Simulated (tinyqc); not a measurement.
A short-path metal as competitor: size effects in the resistivity of thin metal films and interconnect lines. Computed by tinyqc, a small Python program. Command: `OMP_NUM_THREADS=1 python tinyqc.py 3004454 3004455 out.jsonl size walk`. One thread of a shared host (Intel(R) Xeon(R) Processor @ 2.30GHz), about 0.01 s of CPU time with the checks.

Electrons lose their drift at surfaces (a share 1 - p of the hits) and at grain boundaries (reflection R), besides bulk scattering. The line sits in a trench with a non-conducting liner on both walls and the bottom; the spacing equals the drawn width.

Inputs (values chosen for the exercise, modelled on platinum):
```
quantity                                   value         unit
bulk resistivity rho_b                      10.5  microohm cm
bulk mean free path lambda                  7.64           nm
specularity p                                  0            -
grain-boundary reflection R                 0.49            -
grain size over metal width                  1.5            -
aspect ratio (height over width)             2.1            -
liner thickness t                            0.7           nm
competitor: rho_b relative to this metal     4.1            -
competitor: lambda relative to this metal   0.29            -
competitor: liner relative to t             0.51            -
```

Geometry: line.

Method:
- Fuchs-Sondheimer film: rho_b/rho = 1 - (3/(2 kappa))(1 - p) int_0^1 (s - s^3)(1 - exp(-kappa/s))/(1 - p exp(-kappa/s)) ds, f = rho/rho_b, kappa = thickness/lambda, 80 Gauss-Legendre points.
- Line: the excess of a film of thickness w_m and of a film of thickness h_m are added, rho/rho_b = 1 + (f(w_m) - 1) + (f(h_m) - 1), an estimate that holds best when both sides exceed lambda.
- Mayadas-Shatzkes: alpha = (lambda/D) R/(1 - R); rho_b/rho = 1 - 3 alpha/2 + 3 alpha^2 - 3 alpha^3 ln(1 + 1/alpha).
- w_m = w - 2t, h_m = (aspect ratio) w - t, D = (ratio) w_m; rho = rho_b [1 + surface excess + grain excess].
- Effective resistivity rho (aspect ratio) w^2/(w_m h_m) for the metal with its liner, for the same metal without liner, and for a competitor with its own rho_b, lambda and liner, and for that competitor with the liner t; p, R, aspect and grain ratios are the same.

Effective resistivity (microohm cm):
```
w (nm)  this metal  without liner  competitor  competitor, liner t
200         11.207         11.106      43.968                44.16
100         11.934         11.713      44.898                45.29
50          13.459         12.931      46.796                47.65
30          15.655         14.576      49.411                50.99
20          18.685         16.662      52.826                55.50
14          23.075         19.373      57.475                61.94
10          29.874         23.003      64.174                71.83
7           42.492         28.426      75.411                90.14
5           65.412         35.571      92.914               123.33
```

The competitor does not win at any width listed. In narrow lines rho scales as rho_b lambda/w, and the product rho_b lambda of the competitor is 1.19 times this metal's. At the narrowest width the liner costs this metal a factor 1.84. With the same liner the competitor wins nowhere in the table; at the narrowest width the thinner liner lowers it from 123 to 92.9. Rows with w - 2t below lambda stretch the additive estimate. Metal widths below about 5 nm are outside this semiclassical model.

Extremes, crossings and ranges named in words are read from the listed rows.
